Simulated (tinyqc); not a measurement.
# Elastic trap-assisted tunnelling through a dielectric, step by step

Program tinyqc, `OMP_NUM_THREADS=1 python tinyqc.py 2370061 2370062 out.jsonl`; Intel Xeon 2.30GHz, shared host, one thread, about 0.04 s. Printed values are rounded.

Emitter at x = 0 (Fermi level 0), collector at x = t (Fermi level -V), band edge U(x) = phi - F x, F = V/t. A trap at x has the energy E = U(x) - Et. With G(u) = (4/(3 F)) sqrt(mo/C) max(u, 0)^1.5, C = hbar^2/(2 m0): S1 = G(phi - E) - G(Et), S2 = G(Et) - G(phi - V - E), T1,2 = exp(-S1,2). The steady rate through one trap is nu T1 T2 (f1 - f2)/(T1 + T2), f1 = f(E), f2 = f(E + V), f(y) = 1/(1 + exp(y/Vt)); both contacts offer states at E.

Parameters, values chosen for the exercise; dielectric values close to those of hafnium oxide: temperature T = 300 K; barrier above the emitter Fermi level phi = 1.51 eV; tunnelling mass mo = 0.2 m0; thickness t = 6.8 nm; trap depth below the band edge of the dielectric Et = 1.12 eV; trap density Nt = 1.2e17 cm^-3; attempt frequency nu = 1e14 1/s; points of the grid n = 11; voltage V = 1.91 V; left end of the grid xa = 0.53 nm; right end of the grid xb = 3 nm.

Constants: q = 1.602176634e-19 C, kB = 1.380649e-23 J/K, hbar = 1.054571817e-34 J s, m0 = 9.1093837015e-31 kg, Vt = kB T/q, hbar^2/(2 m0) = 0.0380998212 eV nm^2. Results are converted to the units shown.

Range of the model: Phonon-assisted (inelastic) capture, chains of traps and a spread of trap depths are left out.

## Rate through a trap near the best position

n equally spaced x from xa to xb, where nearly all of the current flows; J = q Nt times the integral of the rate, by Simpson's rule.

```
point    x (nm)      E (eV)        S1        S2      f1 - f2  rate (1/s)
0      0.530000   0.2411324   2.65381  12.89124  8.894389e-5    22413.22
1      0.777000   0.1717544   3.94602  12.89124  0.001300432  3.276686e5
2      1.024000   0.1023765   5.27217  12.89124   0.01870470  4.711304e6
3      1.271000   0.0329985   6.63143  12.89124    0.2181568  5.487102e7
4      1.518000  -0.0363794   8.02299  12.89124    0.8033269  2.008956e8
5      1.765000  -0.1057574   9.44612  12.89124    0.9835506  2.401941e8
6      2.012000  -0.1751353  10.90015  12.89124    0.9988588  2.214729e8
7      2.259000  -0.2445132  12.38443  12.89124    0.9999220  1.572517e8
8      2.506000  -0.3138912  13.89835  12.89124    0.9999947  6.742172e7
9      2.753000  -0.3832691  15.44135  12.89124    0.9999996  1.824982e7
10     3.000000  -0.4526471  17.01288  12.75986     1.000000  4.029642e6
```

J = 0.4553567 A/cm^2

A converged quadrature gives 0.4609 A/cm^2; this grid is 1.2 % below that. The rate peaks at x = 1.76 nm; traps sink below the emitter Fermi level beyond x = 1.39 nm.

## The best-placed trap against direct tunnelling

xs = 1.76 nm

At x = xs: E, S1, S2 and the occupation (T1 f1 + T2 f2)/(T1 + T2). Direct tunnelling at E = 0 has S = (4/(3 F)) sqrt(mo/C) [phi^1.5 - max(phi - V, 0)^1.5].

E = -0.1043529 eV
S1 = 9.417008
S2 = 12.89124
occupation = 0.9531154
S of direct tunnelling = 20.18056

The harder of the two steps has S = 12.9, 63.9 % of the direct exponent: the trap splits one long tunnelling path into two short ones.
